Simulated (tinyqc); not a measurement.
# Changing the diffusion length L

Model: surface photovoltage measurement of the minority-carrier diffusion length in a wafer. Computed by tinyqc, a small Python program. Command: `OMP_NUM_THREADS=1 python tinyqc.py 3130146 3130147 out.jsonl spv sweep`. One thread of a shared host (Intel(R) Xeon(R) Processor @ 2.30GHz), about 0.01 s of CPU time with the checks.

Low injection, steady light, a depletion layer much thinner than 1/alpha and L. The excess density dn is taken at the front edge of the neutral region; light that reaches the back is lost.

Inputs (values chosen for the exercise, modelled on p-type silicon at room temperature):
```
quantity,value,unit
wafer thickness W,300,micrometre
diffusivity D,31.4,cm^2/s
front recombination velocity S_f,32000,cm/s
back recombination velocity S_b,2200,cm/s
photon flux entering,9.2e+13,1/(cm^2 s)
minority density at the surface barrier scale n_0,1.2e+08,1/cm^3
temperature T,298,K
wavelength,909,nm
relative noise of each reading,0.2,%
```

normal deviates g for the noise: [0.31, -0.84, -1.35, 0.35, 0.91, -0.36, 0.59]

Constants: k_B = 8.617333262e-05 eV/K.

Method:
- alpha = (84.732/lambda - 76.417)^2 per cm with lambda in micrometre (an empirical fit for silicon between 0.7 and 1.05 micrometre).
- Thick wafer: dn = Phi L/((S_f + D/L)(L + 1/alpha)). Finite wafer, with s = S_b L/D, w = W/L, a = alpha L: dn = [Phi a/(a^2 - 1)] [a - B - exp(-alpha W)(a - s)/(cosh w + s sinh w)]/(S_f + B D/L), B = (sinh w + s cosh w)/(cosh w + s sinh w).
- Photovoltage V = (k_B T/e) ln(1 + dn/n_0). Lifetime = L^2/D.
- Readings y = (Phi/dn) (1 + noise x g) at 780, 830, 880, 920, 950, 975 and 995 nm; a least-squares line y = c (1/alpha + L_app) gives L_app = intercept/slope.

One run for each value:
```
diffusion length L (micrometre),apparent length L_app (micrometre),error of L_app (rounded to 0.001) (%),"dn, finite wafer (1/cm^3)",B
8,7.9,-0.677,2.378e+08,1.000
15,14.9,-0.471,5.168e+08,1.000
29,28.9,-0.374,9.667e+08,1.000
54,53.8,-0.350,1.469e+09,1.000
100,99.1,-0.870,1.934e+09,0.999
370,244.8,-33.847,2.491e+09,1.192
700,278.5,-60.214,2.559e+09,1.780
1300,289.9,-77.697,2.579e+09,3.045
2500,293.6,-88.257,2.585e+09,5.704
```

Give the missing row, diffusion length L (micrometre) = 190.

Computed row; columns: (1) diffusion length L (micrometre); (2) apparent length L_app (micrometre); (3) error of L_app (rounded to 0.001) (%); (4) dn, finite wafer (1/cm^3); (5) B:
```
(1)    (2)     (3)        (4)    (5)
190  173.2  -8.825  2.296e+09  1.012
```

Interpolating between the two neighbouring rows (the first column on a logarithmic scale, the others too where they are positive) misses most in error of L_app (rounded to 0.001) (%), by 93 %. Over the rows, apparent length L_app (micrometre) rises from 7.95 to 294 (exponent d ln y / d ln x 1.0 between the first rows and 0.019 between the last); error of L_app (rounded to 0.001) (%) goes from -0.677 through a maximum among these rows, -0.350 at 54.0, to -88.3; dn, finite wafer (1/cm^3) rises from 2.38e8 to 2.59e9 (exponent d ln y / d ln x 1.2 between the first rows and 0.0037 between the last).

Extremes, crossings and ranges named in words are read from the listed rows.
